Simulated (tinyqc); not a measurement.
Inside a calculation. Method: RKS/BP86 in the 6-311g basis, for H2, spin multiplicity 1. Computed by tinyqc, a small Python program that keeps every step (integrals from PySCF). Settings: charge = 0, multiplicity = 1, basis = 6-311g, energy threshold = 1e-09, iteration cap = 57, orthogonalisation = canonical, start = highest core orbitals, DIIS depth = 6, method = RKS, functional = b88,p86, grid = [15, 26]. Command: `OMP_NUM_THREADS=1 python tinyqc.py 22127 22128 out.jsonl` (the two numbers bound the seeds that draw the settings). One thread of a shared host (Intel(R) Xeon(R) Processor @ 2.60GHz), about 0.3 s of CPU time with the checks. Later iterations appear only in the table of the cycle.

## One-electron integrals

Geometry (angstrom):
```
atom       x       y       z
H     0.0000  0.0000  0.0000
H     0.0000  0.0000  0.8580
```

Basis 6-311g: exponents (1/bohr^2) and contraction coefficients of normalised primitives:
```
element  l (shell)  exponent  coefficient
H            s (1)   33.8650       0.0255
H            s (1)    5.0948       0.1904
H            s (1)    1.1588       0.8522
H            s (2)    0.3258       1.0000
H            s (3)    0.1027       1.0000
```

Overlap, kinetic and nuclear-attraction integrals over the contracted functions; the nuclear repulsion is the sum of Za Zb / Rab.

nuclear repulsion = 0.616757 hartree

overlap S, lower triangle:
```
        1H 1s   1H 2s   1H 3s   2H 1s   2H 2s   2H 3s
1H 1s  1.0000
1H 2s  0.7064  1.0000
1H 3s  0.3737  0.7890  1.0000
2H 1s  0.1774  0.3577  0.2912  1.0000
2H 2s  0.3577  0.6516  0.6425  0.7064  1.0000
2H 3s  0.2912  0.6425  0.8737  0.3737  0.7890  1.0000
```

kinetic energy T (hartree), lower triangle:
```
         1H 1s   1H 2s   1H 3s   2H 1s   2H 2s   2H 3s
1H 1s   2.3043
1H 2s   0.5491  0.4888
1H 3s   0.1063  0.1849  0.1541
2H 1s  -0.0415  0.1513  0.0691  2.3043
2H 2s   0.1513  0.2275  0.1299  0.5491  0.4888
2H 3s   0.0691  0.1299  0.1225  0.1063  0.1849  0.1541
```

nuclear attraction V (hartree), lower triangle:
```
         1H 1s    1H 2s    1H 3s    2H 1s    2H 2s    2H 3s
1H 1s  -2.7276
1H 2s  -1.4943  -1.4881
1H 3s  -0.7433  -1.0045  -0.9441
2H 1s  -0.4207  -0.7747  -0.5896  -2.7276
2H 2s  -0.7747  -1.0374  -0.8535  -1.4943  -1.4881
2H 3s  -0.5896  -0.8535  -0.8551  -0.7433  -1.0045  -0.9441
```

core Hamiltonian H = T + V (hartree), lower triangle:
```
         1H 1s    1H 2s    1H 3s    2H 1s    2H 2s    2H 3s
1H 1s  -0.4233
1H 2s  -0.9452  -0.9993
1H 3s  -0.6370  -0.8197  -0.7900
2H 1s  -0.4621  -0.6234  -0.5205  -0.4233
2H 2s  -0.6234  -0.8098  -0.7236  -0.9452  -0.9993
2H 3s  -0.5205  -0.7236  -0.7326  -0.6370  -0.8197  -0.7900
```

## Two-electron integrals

Functions are numbered as in S; the eight-fold symmetry (ij|kl) = (ji|kl) = (kl|ij) leaves the list below.

Two-electron integrals (ij|kl) in chemists' order, unique and non-zero (hartree):
```
(11|11) 1.3930   (21|11) 0.8230   (21|21) 0.5097   (22|11) 0.8229
(22|21) 0.5430   (22|22) 0.6441   (31|11) 0.4113   (31|21) 0.2578
(31|22) 0.2799   (31|31) 0.1308   (32|11) 0.5437   (32|21) 0.3658
(32|22) 0.4527   (32|31) 0.1898   (32|32) 0.3251   (33|11) 0.4940
(33|21) 0.3401   (33|22) 0.4460   (33|31) 0.1780   (33|32) 0.3318
(33|33) 0.3617   (41|11) 0.1793   (41|21) 0.1150   (41|22) 0.1288
(41|31) 0.0587   (41|32) 0.0882   (41|33) 0.0836   (41|41) 0.0387
(42|11) 0.2585   (42|21) 0.1753   (42|22) 0.2175   (42|31) 0.0911
(42|32) 0.1554   (42|33) 0.1562   (42|41) 0.0652   (42|42) 0.1293
(43|11) 0.1856   (43|21) 0.1274   (43|22) 0.1631   (43|31) 0.0665
(43|32) 0.1185   (43|33) 0.1222   (43|41) 0.0478   (43|42) 0.1001
(43|43) 0.0793   (44|11) 0.6117   (44|21) 0.4260   (44|22) 0.5581
(44|31) 0.2235   (44|32) 0.4079   (44|33) 0.4222   (44|41) 0.1793
(44|42) 0.3996   (44|43) 0.3188   (44|44) 1.3930   (51|11) 0.3996
(51|21) 0.2497   (51|22) 0.2698   (51|31) 0.1266   (51|32) 0.1827
(51|33) 0.1709   (51|41) 0.0652   (51|42) 0.1027   (51|43) 0.0749
(51|44) 0.2585   (51|51) 0.1293   (52|11) 0.4796   (52|21) 0.3208
(52|22) 0.3916   (52|31) 0.1661   (52|32) 0.2791   (52|33) 0.2810
(52|41) 0.0933   (52|42) 0.1725   (52|43) 0.1327   (52|44) 0.4796
(52|51) 0.1725   (52|52) 0.2735   (53|11) 0.3715   (53|21) 0.2538
(53|22) 0.3256   (53|31) 0.1324   (53|32) 0.2386   (53|33) 0.2523
(53|41) 0.0759   (53|42) 0.1505   (53|43) 0.1195   (53|44) 0.4346
(53|51) 0.1379   (53|52) 0.2366   (53|53) 0.2156   (54|11) 0.4260
(54|21) 0.2948   (54|22) 0.3839   (54|31) 0.1544   (54|32) 0.2810
(54|33) 0.2928   (54|41) 0.1150   (54|42) 0.2497   (54|43) 0.2000
(54|44) 0.8230   (54|51) 0.1753   (54|52) 0.3208   (54|53) 0.2929
(54|54) 0.5097   (55|11) 0.5581   (55|21) 0.3839   (55|22) 0.4992
(55|31) 0.2008   (55|32) 0.3680   (55|33) 0.3918   (55|41) 0.1288
(55|42) 0.2698   (55|43) 0.2176   (55|44) 0.8229   (55|51) 0.2175
(55|52) 0.3916   (55|53) 0.3639   (55|54) 0.5430   (55|55) 0.6441
(61|11) 0.3188   (61|21) 0.2000   (61|22) 0.2176   (61|31) 0.1015
(61|32) 0.1476   (61|33) 0.1386   (61|41) 0.0478   (61|42) 0.0749
(61|43) 0.0547   (61|44) 0.1856   (61|51) 0.1001   (61|52) 0.1327
(61|53) 0.1061   (61|54) 0.1274   (61|55) 0.1631   (61|61) 0.0793
(62|11) 0.4346   (62|21) 0.2929   (62|22) 0.3639   (62|31) 0.1521
(62|32) 0.2620   (62|33) 0.2683   (62|41) 0.0759   (62|42) 0.1379
(62|43) 0.1061   (62|44) 0.3715   (62|51) 0.1505   (62|52) 0.2366
(62|53) 0.2051   (62|54) 0.2538   (62|55) 0.3256   (62|61) 0.1195
(62|62) 0.2156   (63|11) 0.4141   (63|21) 0.2857   (63|22) 0.3767
(63|31) 0.1497   (63|32) 0.2813   (63|33) 0.3090   (63|41) 0.0761
(63|42) 0.1483   (63|43) 0.1179   (63|44) 0.4141   (63|51) 0.1483
(63|52) 0.2539   (63|53) 0.2341   (63|54) 0.2857   (63|55) 0.3767
(63|61) 0.1179   (63|62) 0.2341   (63|63) 0.2761   (64|11) 0.2235
(64|21) 0.1544   (64|22) 0.2008   (64|31) 0.0808   (64|32) 0.1471
(64|33) 0.1537   (64|41) 0.0587   (64|42) 0.1266   (64|43) 0.1015
(64|44) 0.4113   (64|51) 0.0911   (64|52) 0.1661   (64|53) 0.1521
(64|54) 0.2578   (64|55) 0.2799   (64|61) 0.0665   (64|62) 0.1324
(64|63) 0.1497   (64|64) 0.1308   (65|11) 0.4079   (65|21) 0.2810
(65|22) 0.3680   (65|31) 0.1471   (65|32) 0.2732   (65|33) 0.2955
(65|41) 0.0882   (65|42) 0.1827   (65|43) 0.1476   (65|44) 0.5437
(65|51) 0.1554   (65|52) 0.2791   (65|53) 0.2620   (65|54) 0.3658
(65|55) 0.4527   (65|61) 0.1185   (65|62) 0.2386   (65|63) 0.2813
(65|64) 0.1898   (65|65) 0.3251   (66|11) 0.4222   (66|21) 0.2928
(66|22) 0.3918   (66|31) 0.1537   (66|32) 0.2955   (66|33) 0.3316
(66|41) 0.0836   (66|42) 0.1709   (66|43) 0.1386   (66|44) 0.4940
(66|51) 0.1562   (66|52) 0.2810   (66|53) 0.2683   (66|54) 0.3401
(66|55) 0.4460   (66|61) 0.1222   (66|62) 0.2523   (66|63) 0.3090
(66|64) 0.1780   (66|65) 0.3318   (66|66) 0.3617
```

## Orthogonalisation

S = U s U^T; canonical form X = U s^(-1/2), so that X^T S X = 1. Each column of U has its largest component positive (the first on a tie).

eigenvalues of S: 0.0393  0.1346  0.2284  0.7975  1.0295  3.7706

X:
```
             1        2        3        4        5       6
1H 1s   0.6071  -0.9527  -0.6978   0.5996   0.6029  0.1555
1H 2s  -2.0402   1.4537   0.9874   0.1026   0.3321  0.2343
1H 3s   2.8596  -0.8324   0.8526  -0.5069   0.1089  0.2313
2H 1s  -0.6071  -0.9527   0.6978   0.5996  -0.6029  0.1555
2H 2s   2.0402   1.4537  -0.9874   0.1026  -0.3321  0.2343
2H 3s  -2.8596  -0.8324  -0.8526  -0.5069  -0.1089  0.2313
```

## Starting guess

The start is the highest orbitals of the core Hamiltonian (a deliberately bad start); D = 2 C_occ C_occ^T.

D at the start, lower triangle:
```
         1H 1s    1H 2s    1H 3s    2H 1s    2H 2s   2H 3s
1H 1s   2.3142
1H 2s  -4.0606   7.1249
1H 3s   2.9345  -5.1491   3.7212
2H 1s  -2.3142   4.0606  -2.9345   2.3142
2H 2s   4.0606  -7.1249   5.1491  -4.0606   7.1249
2H 3s  -2.9345   5.1491  -3.7212   2.9345  -5.1491  3.7212
```

## Iteration 1: exchange-correlation on the grid

Becke grid with 15 radial and 26 angular points per atom, points of zero weight dropped. rho = sum D_ij phi_i phi_j; V_xc,ij = sum w v_xc phi_i phi_j plus the gradient terms; v_xc is d(rho eps)/d rho at fixed gradient.

The 12 grid points with the largest w rho, of 768 (bohr, atomic units):
```
x              y        z       w     rho  |grad rho|^2   eps_xc     v_xc
0.0000    0.0000   3.2693  0.8802  0.0268        0.0019  -0.2780  -0.3323
0.0000    0.0000  -1.6479  0.8802  0.0268        0.0019  -0.2780  -0.3323
0.0000   -1.1652   2.7866  0.7041  0.0260        0.0013  -0.2725  -0.3325
-1.1652   0.0000   2.7866  0.7041  0.0260        0.0013  -0.2725  -0.3325
0.0000    1.1652   2.7866  0.7041  0.0260        0.0013  -0.2725  -0.3325
1.1652    0.0000   2.7866  0.7041  0.0260        0.0013  -0.2725  -0.3325
0.0000    1.1652  -1.1652  0.7041  0.0260        0.0013  -0.2725  -0.3325
1.1652    0.0000  -1.1652  0.7041  0.0260        0.0013  -0.2725  -0.3325
-1.1652   0.0000  -1.1652  0.7041  0.0260        0.0013  -0.2725  -0.3325
0.0000   -1.1652  -1.1652  0.7041  0.0260        0.0013  -0.2725  -0.3325
-0.9514   0.9514   2.5728  0.5941  0.0249        0.0010  -0.2678  -0.3294
0.9514    0.9514   2.5728  0.5941  0.0249        0.0010  -0.2678  -0.3294
```

electrons on the grid, sum of w rho = 2.0122

E_xc = sum of w rho eps_xc = -1.029528 hartree

V_xc (hartree), lower triangle:
```
         1H 1s    1H 2s    1H 3s    2H 1s    2H 2s    2H 3s
1H 1s  -0.6315
1H 2s  -0.3151  -0.3046
1H 3s  -0.1545  -0.2160  -0.2406
2H 1s  -0.0864  -0.1579  -0.1209  -0.6315
2H 2s  -0.1579  -0.1985  -0.1796  -0.3151  -0.3046
2H 3s  -0.1209  -0.1796  -0.2200  -0.1545  -0.2160  -0.2406
```

## Iteration 1: building the Kohn-Sham matrix

J_ij = sum D_kl (ij|kl); F = H + J + V_xc; E = tr D H + tr D J / 2 + E_xc + E_nn.

Coulomb J (hartree), lower triangle:
```
        1H 1s   1H 2s   1H 3s   2H 1s   2H 2s   2H 3s
1H 1s  1.6099
1H 2s  1.0033  1.1452
1H 3s  0.5118  0.8080  0.8139
2H 1s  0.2784  0.5208  0.4042  1.6099
2H 2s  0.5208  0.7802  0.6768  1.0033  1.1452
2H 3s  0.4042  0.6768  0.7300  0.5118  0.8080  0.8139
```

Kohn-Sham matrix F (hartree), lower triangle:
```
         1H 1s    1H 2s    1H 3s    2H 1s    2H 2s    2H 3s
1H 1s   0.5551
1H 2s  -0.2570  -0.1587
1H 3s  -0.2797  -0.2277  -0.2167
2H 1s  -0.2702  -0.2605  -0.2372   0.5551
2H 2s  -0.2605  -0.2282  -0.2263  -0.2570  -0.1587
2H 3s  -0.2372  -0.2263  -0.2226  -0.2797  -0.2277  -0.2167
```

total energy of this density = 3.834728 hartree

## Iteration 1: diagonalisation and new density

Diagonalise F' = X^T F X, C = X C', fill 1 alpha and 1 beta electrons from the bottom; D = 2 C_occ C_occ^T. Each column has its largest component positive (the first on a tie).

F' = X^T F X (hartree), lower triangle:
```
         1        2        3       4       5        6
1   1.0015
2   0.0000   1.6980
3  -0.8135   0.0000   1.0347
4   0.0000  -0.8492   0.0000  0.5663
5   0.3522   0.0000  -0.6835  0.0000  0.6070
6   0.0000   0.0517   0.0000  0.0000  0.0000  -0.3240
```

orbital energies (hartree): MO1 -0.3262, MO2 0.0238, MO3 0.1131, MO4 0.4389, MO5 2.1534, MO6 2.1805

coefficients C:
```
          MO1      MO2      MO3      MO4      MO5      MO6
1H 1s  0.1714   0.0961  -0.0889  -0.1135  -1.1198  -1.0941
1H 2s  0.1681   0.1431  -0.7869  -1.4775   1.2375   1.7448
1H 3s  0.2868   1.7253   0.8250   2.1362  -0.4905  -1.1731
2H 1s  0.1714  -0.0961  -0.0889   0.1135  -1.1198   1.0941
2H 2s  0.1681  -0.1431  -0.7869   1.4775   1.2375  -1.7448
2H 3s  0.2868  -1.7253   0.8250  -2.1362  -0.4905   1.1731
```

D after iteration 1, lower triangle:
```
        1H 1s   1H 2s   1H 3s   2H 1s   2H 2s   2H 3s
1H 1s  0.0588
1H 2s  0.0576  0.0565
1H 3s  0.0983  0.0964  0.1645
2H 1s  0.0588  0.0576  0.0983  0.0588
2H 2s  0.0576  0.0565  0.0964  0.0576  0.0565
2H 3s  0.0983  0.0964  0.1645  0.0983  0.0964  0.1645
```

## Iteration 2: exchange-correlation on the grid

As before.

The 12 grid points with the largest w rho, of 768 (bohr, atomic units):
```
x              y       z       w     rho  |grad rho|^2   eps_xc     v_xc
0.0000    1.6479  0.0000  0.8486  0.0145        0.0006  -0.2357  -0.2725
0.0000   -1.6479  0.0000  0.8486  0.0145        0.0006  -0.2357  -0.2725
1.6479    0.0000  0.0000  0.8486  0.0145        0.0006  -0.2357  -0.2725
-1.6479   0.0000  0.0000  0.8486  0.0145        0.0006  -0.2357  -0.2725
1.6479    0.0000  1.6214  0.8486  0.0145        0.0006  -0.2357  -0.2725
0.0000   -1.6479  1.6214  0.8486  0.0145        0.0006  -0.2357  -0.2725
0.0000    1.6479  1.6214  0.8486  0.0145        0.0006  -0.2357  -0.2725
-1.6479   0.0000  1.6214  0.8486  0.0145        0.0006  -0.2357  -0.2725
1.1690    0.0000  0.0000  0.3401  0.0333        0.0039  -0.2996  -0.3528
0.0000   -1.1690  0.0000  0.3401  0.0333        0.0039  -0.2996  -0.3528
-1.1690   0.0000  0.0000  0.3401  0.0333        0.0039  -0.2996  -0.3528
0.0000    1.1690  0.0000  0.3401  0.0333        0.0039  -0.2996  -0.3528
```

electrons on the grid, sum of w rho = 1.9943

E_xc = sum of w rho eps_xc = -0.571859 hartree

V_xc (hartree), lower triangle:
```
         1H 1s    1H 2s    1H 3s    2H 1s    2H 2s    2H 3s
1H 1s  -0.5559
1H 2s  -0.3457  -0.3798
1H 3s  -0.1758  -0.2589  -0.2398
2H 1s  -0.0972  -0.1809  -0.1394  -0.5559
2H 2s  -0.1809  -0.2613  -0.2188  -0.3457  -0.3798
2H 3s  -0.1394  -0.2188  -0.2182  -0.1758  -0.2589  -0.2398
```

## Iteration 2: building the Kohn-Sham matrix

As before.

Coulomb J (hartree), lower triangle:
```
        1H 1s   1H 2s   1H 3s   2H 1s   2H 2s   2H 3s
1H 1s  1.3407
1H 2s  0.8908  1.0903
1H 3s  0.4610  0.7838  0.8069
2H 1s  0.2499  0.4696  0.3655  1.3407
2H 2s  0.4696  0.7485  0.6588  0.8908  1.0903
2H 3s  0.3655  0.6588  0.7253  0.4610  0.7838  0.8069
```

Kohn-Sham matrix F (hartree), lower triangle:
```
         1H 1s    1H 2s    1H 3s    2H 1s    2H 2s    2H 3s
1H 1s   0.3614
1H 2s  -0.4001  -0.2887
1H 3s  -0.3518  -0.2948  -0.2229
2H 1s  -0.3094  -0.3346  -0.2943   0.3614
2H 2s  -0.3346  -0.3226  -0.2837  -0.4001  -0.2887
2H 3s  -0.2943  -0.2837  -0.2255  -0.3518  -0.2948  -0.2229
```

total energy of this density = -1.129402 hartree

## Iteration 2: DIIS over 2 matrices

error matrix X^T (FDS - SDF) X:
```
        1       2       3        4       5        6
1  0.0000  0.0000  0.0000   0.0000  0.0000   0.0000
2  0.0000  0.0000  0.0000  -0.0072  0.0000  -0.0679
3  0.0000  0.0000  0.0000   0.0000  0.0000   0.0000
4  0.0000  0.0072  0.0000   0.0000  0.0000  -0.2334
5  0.0000  0.0000  0.0000   0.0000  0.0000   0.0000
6  0.0000  0.0679  0.0000   0.2334  0.0000   0.0000
```

B (overlaps of the stored error matrices):
```
               1              2
1  2.5303159e-01  0.0000000e+00
2  0.0000000e+00  1.1829069e-01
```

Minimise |sum c_i e_i|^2 with sum c_i = 1: solve [B -1; -1 0][c; lambda] = [0; -1] with B_ij = tr e_i^T e_j, and take F = sum c_i F_i.

DIIS coefficients: 0.3186  0.6814

extrapolated F (hartree), lower triangle:
```
         1H 1s    1H 2s    1H 3s    2H 1s    2H 2s    2H 3s
1H 1s   0.4231
1H 2s  -0.3545  -0.2473
1H 3s  -0.3289  -0.2734  -0.2209
2H 1s  -0.2969  -0.3110  -0.2761   0.4231
2H 2s  -0.3110  -0.2925  -0.2654  -0.3545  -0.2473
2H 3s  -0.2761  -0.2654  -0.2246  -0.3289  -0.2734  -0.2209
```

## Iteration 2: diagonalisation and new density

As before.

F' = X^T F X (hartree), lower triangle:
```
         1        2        3        4       5        6
1   1.0023
2   0.0000   1.7059
3  -0.8121   0.0000   1.0132
4   0.0000  -0.8056   0.0000   0.5342
5   0.3570   0.0000  -0.6597   0.0000  0.4837
6   0.0000   0.0337   0.0000  -0.0762  0.0000  -0.4017
```

orbital energies (hartree): MO1 -0.4086, MO2 -0.0132, MO3 0.1292, MO4 0.3750, MO5 2.1178, MO6 2.1374

coefficients C:
```
          MO1      MO2      MO3      MO4      MO5      MO6
1H 1s  0.1933   0.1211  -0.0826  -0.1325  -1.1167  -1.0894
1H 2s  0.2752   0.2776  -0.7285  -1.4056   1.2540   1.7874
1H 3s  0.1616   1.5031   0.8498   2.2749  -0.5051  -1.2174
2H 1s  0.1933  -0.1211  -0.0826   0.1325  -1.1167   1.0894
2H 2s  0.2752  -0.2776  -0.7285   1.4056   1.2540  -1.7874
2H 3s  0.1616  -1.5031   0.8498  -2.2749  -0.5051   1.2174
```

D after iteration 2, lower triangle:
```
        1H 1s   1H 2s   1H 3s   2H 1s   2H 2s   2H 3s
1H 1s  0.0747
1H 2s  0.1064  0.1514
1H 3s  0.0625  0.0889  0.0522
2H 1s  0.0747  0.1064  0.0625  0.0747
2H 2s  0.1064  0.1514  0.0889  0.1064  0.1514
2H 3s  0.0625  0.0889  0.0522  0.0625  0.0889  0.0522
```

## Iteration 6 (converged): orbitals

converged F (hartree), lower triangle:
```
         1H 1s    1H 2s    1H 3s    2H 1s    2H 2s    2H 3s
1H 1s   0.4753
1H 2s  -0.3297  -0.2128
1H 3s  -0.3162  -0.2424  -0.1704
2H 1s  -0.2866  -0.2956  -0.2654   0.4753
2H 2s  -0.2956  -0.2679  -0.2387  -0.3297  -0.2128
2H 3s  -0.2654  -0.2387  -0.1778  -0.3162  -0.2424  -0.1704
```

As before.

F' = X^T F X (hartree), lower triangle:
```
         1        2        3        4       5        6
1   1.0432
2   0.0000   1.7755
3  -0.8273   0.0000   1.0630
4   0.0000  -0.8105   0.0000   0.5999
5   0.3710   0.0000  -0.6759   0.0000  0.5250
6   0.0000   0.0183   0.0000  -0.0802  0.0000  -0.3601
```

orbital energies (hartree): MO1 -0.3684, MO2 0.0167, MO3 0.1937, MO4 0.4035, MO5 2.1900, MO6 2.2110

coefficients C:
```
          MO1      MO2      MO3      MO4      MO5      MO6
1H 1s  0.1889   0.1196  -0.0797  -0.1282  -1.1177  -1.0901
1H 2s  0.2921   0.2825  -0.7244  -1.4120   1.2525   1.7816
1H 3s  0.1466   1.4978   0.8521   2.2817  -0.5057  -1.2110
2H 1s  0.1889  -0.1196  -0.0797   0.1282  -1.1177   1.0901
2H 2s  0.2921  -0.2825  -0.7244   1.4120   1.2525  -1.7816
2H 3s  0.1466  -1.4978   0.8521  -2.2817  -0.5057   1.2110
```

D after iteration 6, lower triangle:
```
        1H 1s   1H 2s   1H 3s   2H 1s   2H 2s   2H 3s
1H 1s  0.0713
1H 2s  0.1103  0.1707
1H 3s  0.0554  0.0856  0.0430
2H 1s  0.0713  0.1103  0.0554  0.0713
2H 2s  0.1103  0.1707  0.0856  0.1103  0.1707
2H 3s  0.0554  0.0856  0.0430  0.0554  0.0856  0.0430
```

## Convergence

Stop when the energy changes by less than 1e-09 hartree and every element of the error matrix X^T (F D S - S D F) X is below 9e-06.

Course of the cycle:
```
iteration  E (hartree)     change  largest element of the error matrix
1             3.834728          -                             2.59e-01
2            -1.129402  -4.96e+00                             2.33e-01
3            -1.168741  -3.93e-02                             2.77e-02
4            -1.169121  -3.80e-04                             1.71e-03
5            -1.169122  -1.33e-06                             2.75e-06
6            -1.169122  -3.27e-12                             1.23e-07
```

PySCF RKS in the same basis, fine grid = -1.169239 hartree

Converged in 6 iterations. The coarse grid moves the energy by +1.16e-04 hartree.

## Populations, bond orders and dipole

Mulliken: Z minus the diagonal of D S on the atom; Loewdin: the same with S^(1/2) D S^(1/2); Mayer order: 2 sum_s sum (D(s) S)_ij (D(s) S)_ji over the two atoms.

Charges (e):
```
atom  Mulliken  Loewdin
1H           0        0
2H           0        0
```

Mayer bond orders:
```
pair   order
2-1   1.0000
```

dipole moment about the origin, x y z (debye): 0.0000  0.0000  0.0000
